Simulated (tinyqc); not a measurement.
## On-chip interconnect, size-dependent resistivity and RC delay: two metals against line width

A rectangular line between two neighbours and two ground planes. Surface and grain-boundary scattering are added to the bulk resistivity as corrections; capacitances are parallel-plate values without fringing; inductance is ignored.

Metal width x = wd - 2 tl, height y = AR wd - tl; grain boundaries (Mayadas-Shatzkes): al = (lam/(gr x)) Rg/(1 - Rg), g = 1/[1 - 3 al/2 + 3 al^2 - 3 al^3 ln(1 + 1/al)] - 1; surfaces (Fuchs-Sondheimer, thick limit): s = (3/8) lam (1 - ps)(1/x + 1/y); rho = rho0 (1 + g + s); r = rho/(x y). The second metal has rho2, lam2 and tl2 in place of rho0, lam and tl; ps, Rg, gr and AR are shared.

Values chosen for this exercise; metal values close to those of copper: bulk resistivity rho0 = 1.72 uohm cm; bulk mean free path lam = 39.1 nm; specular share of surface scattering ps = 0; reflection coefficient of grain boundaries Rg = 0.57; grain size over the metal width gr = 1; aspect ratio, height over width AR = 1.8; liner on both walls and the bottom, not conducting tl = 2.2 nm; space to the neighbouring lines sp = 43 nm; dielectric height to the planes above and below hd = 49 nm; relative permittivity of the dielectric ek = 2.5; Miller factor of the neighbours Mf = 2; bulk resistivity of the second metal (close to molybdenum) rho2 = 5.42 uohm cm; mean free path of the second metal lam2 = 11.3 nm; liner of the second metal tl2 = 0 nm.

Constants: eps0 = 8.8541878128e-12 F/m. Results are converted to the units shown.

Two metals against line width:

| wd (nm) | rho, first (uohm cm) | rho, second (uohm cm) | r, first (ohm/um) | r, second (ohm/um) | ratio second/first |
|---|---|---|---|---|---|
| 6.5 | 73.098 | 27.865 | 36641 | 3664.1 | 0.10000 |
| 8 | 43.921 | 23.701 | 10000 | 2057.4 | 0.20573 |
| 10 | 29.154 | 20.087 | 3295.0 | 1116.0 | 0.33869 |
| 13 | 19.769 | 16.747 | 1084.3 | 550.51 | 0.50771 |
| 17 | 14.145 | 14.120 | 395.29 | 271.44 | 0.68669 |
| 22 | 10.678 | 12.174 | 162.23 | 139.74 | 0.86141 |
| 30 | 7.9266 | 10.403 | 59.775 | 64.217 | 1.0743 |
| 45 | 5.6711 | 8.7692 | 17.726 | 24.058 | 1.3572 |
| 70 | 4.1907 | 7.5919 | 5.1601 | 8.6077 | 1.6681 |
| 120 | 3.1398 | 6.6992 | 1.2704 | 2.5846 | 2.0345 |

What does the comparison show?

The resistivity of the first metal falls from 73.1 to 3.14 uohm cm and that of the second goes from 27.9 to 6.70 uohm cm as the line widens. The products rho0 lam, which set the size effect, are 67.3 and 61.2 uohm cm nm. The two resistances cross at wd = 26.9 nm: below it the second metal gives the lower line resistance. For widths well under the mean free path the thick-limit surface term is only a guide.

Range of the model: The metal width is under the mean free path, where the thick-limit surface term and the simple sum of corrections lose accuracy.

Program tinyqc, `OMP_NUM_THREADS=1 python tinyqc.py 2100168 2100169 out.jsonl`; Intel Xeon 2.30GHz, shared host, one thread, about 0.01 s.
